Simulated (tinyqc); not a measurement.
Changing the growth temperature T: out-diffusion of a doped substrate or buried layer into a growing epitaxial film. Computed by tinyqc, a small Python program. Command: `OMP_NUM_THREADS=1 python tinyqc.py 3012307 3012308 out.jsonl buried sweep`. One thread of a shared host (Intel(R) Xeon(R) Processor @ 2.30GHz), about 0.01 s of CPU time with the checks.

x is counted from the original substrate surface into the film, whose surface moves as x = v t. Substrate dopant has one diffusivity; the dopant of the film is taken as uniform.

Inputs (values chosen for the exercise, modelled on antimony in silicon):
```
quantity,value,unit
prefactor D0,3.68,cm^2/s
activation energy E,3.85,eV
substrate concentration C_s,4.6e+18,1/cm^3
film doping C_e,4.7e+14,1/cm^3
growth rate v,0.35,um/min
film thickness d,2,um
"autodoping level at the start, as a share of C_s",0.0002,-
decay length of autodoping,0.5,um
later thermal budget (Dt)2,1.4e-10,cm^2
```

Film doping: same type as the substrate.

Constants: k_B = 8.617333262e-05 eV/K.

Method:
- D = D0 exp(-E/(k_B T)); growth time t = d/v; l = 2 sqrt(D t); growth number G = v t/l = d/l; 1 um = 1e-4 cm.
- Temperatures in kelvin are T(C) + 273.15.
- After growth and the later budget: l2 = 2 sqrt(D t + (Dt)2); C(x) = (C_s/2) erfc(x/l2) + share x C_s exp(-x/decay length) for x > 0 (autodoping taken as unchanged by the later budget). The transition x_t solves C(x) = C_e, where the total doping is twice the intended value.
- Usable film = d - x_t. Also give x_t for the erfc term alone, after growth and after the later budget.

One run for each value:
```
growth temperature T (C),"x_t after growth, erfc alone (um)","x_t after the later budget, erfc alone (um)",x_t with autodoping (um),growth number G
900,0.01003,0.62148,0.65279,523.84
950,0.02184,0.62178,0.65308,240.52
1000,0.04474,0.62301,0.65426,117.40
1050,0.08682,0.62744,0.65852,60.49
1075,0.11873,0.63264,0.66353,44.23
1100,0.16054,0.64180,0.67235,32.71
1125,0.21475,0.65746,0.68744,24.46
1150,0.28433,0.68336,0.71243,18.47
1200,0.48439,0.78789,0.81357,10.84
```

Over the rows, x_t after growth, erfc alone (um) rises from 0.0100 to 0.484; x_t after the later budget, erfc alone (um) rises from 0.621 to 0.788; x_t with autodoping (um) rises from 0.653 to 0.814. At low T the later budget or autodoping sets the transition, so colder growth stops helping.

Caution (rows 900): the substrate doping is comparable to or above the intrinsic density at growth temperature, so the diffusivity may be higher on that side.
